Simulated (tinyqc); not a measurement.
Hopping conduction between localised states: one step, computed by the program tinyqc. Command: `OMP_NUM_THREADS=1 python tinyqc.py 3004129 3004130 out.jsonl hop walk`. One thread of a shared host (Intel(R) Xeon(R) Processor @ 2.30GHz), about 0.01 s of CPU time with the checks.

Energies are counted from the Fermi level. A small network shows the mechanism; the laws of an infinite system follow.

Task: Pair exponents. Miller-Abrahams exponent s_ij = 2 r_ij/xi + (|E_i| + |E_j| + |E_i - E_j|)/(2 k_B T); G_ij = G_0 exp(-s_ij). The diagonal is set to 0 and not used.

Inputs (values chosen for the exercise, for a model amorphous semiconductor): localisation length xi = 2.1 nm; temperature T = 37 K.

Dimension: 2D.

sites of the small network (nm, nm, meV):
```
       x     y  energy
1      0  1.69    0.71
2   3.74  5.34   -7.73
3   8.16  0.21   -0.88
4  11.67  2.64    0.11
5  13.77  6.32     0.8
6  19.56  0.63    3.16
7     22  3.74   -0.71
```

Constants: k_B = 8.617333262e-05 eV/K.

Give: s_ij.

Result:

s_ij, lower triangle (symmetric):
```
        1       2       3       4      5      6      7
1   0.000
2   7.624   0.000
3   8.397   8.873   0.000
4  11.374  10.437   4.376   0.000
5  14.087  12.273   8.427   4.286  0.000
6  19.647  19.136  12.132   8.745  8.722  0.000
7  21.489  19.882  13.879  10.151  8.688  4.978  0.000
```
